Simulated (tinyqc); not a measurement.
The 3-omega method: a line heater on a substrate with a thin film. Changing the film thickness t. Computed by tinyqc, a small Python program. Command: `OMP_NUM_THREADS=1 python tinyqc.py 3003966 3003967 out.jsonl threeomega sweep`. One thread of a shared host (Intel(R) Xeon(R) Processor @ 2.30GHz), about 0.01 s of CPU time with the checks.

A current at angular frequency omega = 2 pi f heats the line at 2 omega with the amplitude P per length; the temperature swing Delta T at 2 omega gives a voltage at 3 omega. The substrate is taken as semi-infinite and isotropic, and the heat capacity of heater and film is left out.

Inputs (values chosen for the exercise, modelled on a low-k dielectric on sapphire):
```
quantity                                    value           unit
substrate conductivity kappa                 35.8        W/(m K)
substrate heat capacity C                    3.11  1e6 J/(m^3 K)
heater half-width b                           5.1     micrometre
power amplitude per length P                   25            W/m
current frequency f                            21             Hz
film conductivity kappa_f                     0.3        W/(m K)
interface resistance R_i                      3.8       m^2 K/GW
substrate thickness d_s                       725     micrometre
temperature coefficient of resistance beta    3.3         1e-3/K
voltage amplitude V_1                         2.9              V
```

Method:
- D = kappa/C; q = sqrt(2 i omega/D); penetration depth 1/|q| = sqrt(D/(2 omega)).
- Delta T_s = (P/(pi kappa)) int_0^infinity (sin x/x)^2 / sqrt(x^2 + (q b)^2) dx with (q b)^2 = i |q b|^2, averaged over the heater width (12 Gauss-Legendre points on each of the pieces 0, 14 log-spaced edges from 1e-5 to 1, and multiples of pi to 40 pi; the tail adds 1/(4 (40 pi)^2)).
- For |q| b much below 1: Delta T_s = (P/(pi kappa)) [-ln(|q| b) + eta - i pi/4], eta = 3/2 - C_E = 0.92278, with Euler's C_E = 0.5772157.
- One-dimensional flow across the film: Delta T_f = P (t/kappa_f + R_i)/(2 b); total in-phase swing Delta T = Delta T_s + Delta T_f; third-harmonic amplitude V_3 = V_1 beta |Delta T|/2 with the out-of-phase part included; the apparent film conductivity is t/(t/kappa_f + R_i).

One run for each value:
```
film thickness t (nm)  apparent film conductivity (W/(m K))  Delta T_f (K)  film share of the in-phase swing
10                                                  0.26930          0.091                           0.08116
19                                                  0.28302          0.165                           0.13771
38                                                  0.29126          0.320                           0.23685
73                                                  0.29539          0.606                           0.37023
140                                                 0.29758          1.153                           0.52811
270                                                 0.29874          2.215                           0.68254
530                                                 0.29936          4.339                           0.80812
1000                                                0.29966          8.179                           0.88812
2000                                                0.29983         16.349                           0.94072
```

Over the rows, apparent film conductivity (W/(m K)) rises from 0.269 to 0.300 (exponent d ln y / d ln x 0.077 between the first rows and 8.2e-4 between the last); Delta T_f (K) rises from 0.0910 to 16.3 (exponent d ln y / d ln x 0.92 between the first rows and 1.00 between the last); film share of the in-phase swing rises from 0.0812 to 0.941 (exponent d ln y / d ln x 0.82 between the first rows and 0.083 between the last). The film resistance t/kappa_f + R_i is a straight line in t: its slope gives kappa_f = 0.3 W/(m K) and its intercept R_i; the two terms are equal at t = 1.14 nm.

Caution (all rows): the penetration depth exceeds a fifth of the substrate thickness, so the back face is felt and the semi-infinite formula fails.
